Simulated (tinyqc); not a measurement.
Boltzmann transport in a parabolic band with a power-law relaxation time: one step. Integrals for r = 0.5 (polar optical or piezoelectric scattering).

F_j(eta) = (1/Gamma(j + 1)) integral_0^infinity x^j dx/(1 + exp(x - eta)), which tends to exp(eta) for eta << 0.

tau = tau0 x^r with x = E/kT. With K_j = Gamma(j + 1) F_j(eta): <tau> = tau0 (r + 3/2) K_(r+1/2)/((3/2) K_(1/2)); mu = <tau>/(mc m0/e), m0/e = 5.685630e-12 kg/C; Hall factor rH = (3/2) K_(1/2) (2r + 3/2) K_(2r+1/2)/((r + 3/2) K_(r+1/2))^2; Seebeck S = -(kB/e) [(r + 5/2) K_(r+3/2)/((r + 3/2) K_(r+1/2)) - eta]; Lorenz number L = (kB/e)^2 [(r + 7/2) K_(r+5/2)/((r + 3/2) K_(r+1/2)) - ((r + 5/2) K_(r+3/2)/((r + 3/2) K_(r+1/2)))^2]; kB/e in V/K. Valley anisotropy is left out of rH.

Inputs chosen for the exercise (out of a larger set: masses near those of Ge; tau0 is set for a mobility of the usual size at this n, kL is a free input; freeze-out and phonon drag, which matter near 77 K, are left out; not measured data): r = 0.5 (exponent of tau).

eta = 2.652545

Problem. Evaluate F_j and K_j for j = 1/2, r + 1/2, r + 3/2, r + 5/2 and 2r + 1/2 (each value once).

Give: F_j and K_j.

Solution.

F_j and K_j:

| j | F_j | K_j |
|---|---|---|
| 0.5 | 3.8657 | 3.4258 |
| 1.0 | 5.0937 | 5.0937 |
| 2.0 | 7.5437 | 15.087 |
| 3.0 | 9.6735 | 58.041 |
| 1.5 | 6.3387 | 8.4263 |

(tinyqc, `OMP_NUM_THREADS=1 python tinyqc.py 1680812 1680813 out.jsonl`, Intel(R) Xeon(R) Processor @ 2.30GHz, 1 thread, shared host, about 0.02 s.)
